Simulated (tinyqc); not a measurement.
Short-channel transistor, virtual-source model with series resistance: one step of the calculation.

The current per gate width is the charge at the top of the source barrier (the virtual source) times its velocity times a saturation function; al and be are fitting constants of the model. Units: I in uA/um, Rs in ohm um, so I Rs = 1e-6 I Rs in volts; Q in uC/cm^2, so I = 1e-4 Q vx0 Fsat with vx0 in cm/s.

Question. Current through the series resistance. Intrinsic voltages Vg' = Vgs - I Rs, Vd' = Vds - 2 I Rs. n = n0 + nd Vd', VT = VT0 - dl Vd', Ff = 1/(1 + exp((Vg' - VT + al Vt/2)/(al Vt))), Q = Cinv n Vt ln(1 + exp((Vg' - VT + al Vt Ff)/(n Vt))), Vdsat = (vx0 L/mu)(1 - Ff) + Vt Ff, Fsat = u/(1 + u^be)^(1/be) with u = Vd'/Vdsat, and I(out) = Q vx0 Fsat per width. (Fsat takes the sign of u.) I(new) = I + 0.5 (I(out) - I).

Values chosen for this exercise:
- T = 325 K (temperature)
- Cinv = 3.25 uF/cm^2 (inversion capacitance)
- vx0 = 1.33e7 cm/s (velocity at the virtual source)
- mu = 190 cm^2/(V s) (apparent mobility)
- L = 65 nm (channel length)
- VT0 = 0.36 V (threshold at zero drain voltage)
- dl = 0.087 V/V (drain-induced barrier lowering)
- n0 = 1.09 (subthreshold factor)
- nd = 0 1/V (growth of n with drain voltage)
- al = 3.5 (threshold shift (in units of Vt) from weak to strong inversion)
- be = 1.6 (sharpness of saturation)
- Rs = 50 ohm um (series resistance of each contact)
- Vgs = 0.38 V (gate voltage)
- Vds = 0.3 V (drain voltage)

Constants: q = 1.602176634e-19 C, kB = 1.380649e-23 J/K, Vt = kB T/q. Results are converted to the units shown.

I after iteration 1 = 99.727901 uA/um

Find: Vg'; Vd'; VT; Ff; Q; Vdsat; Fsat; I(out); I after iteration 2.

Answer.

Vg' = 0.3750 V
Vd' = 0.2900 V
VT = 0.3348 V
Ff = 0.2869
Q = 0.2322 uC/cm^2
Vdsat = 0.3325 V
Fsat = 0.6033
I(out) = 186.4 uA/um
I after iteration 2 = 143.0 uA/um

Program tinyqc, `OMP_NUM_THREADS=1 python tinyqc.py 2380114 2380115 out.jsonl`; Intel Xeon 2.30GHz, shared host, one thread, about 0.01 s.
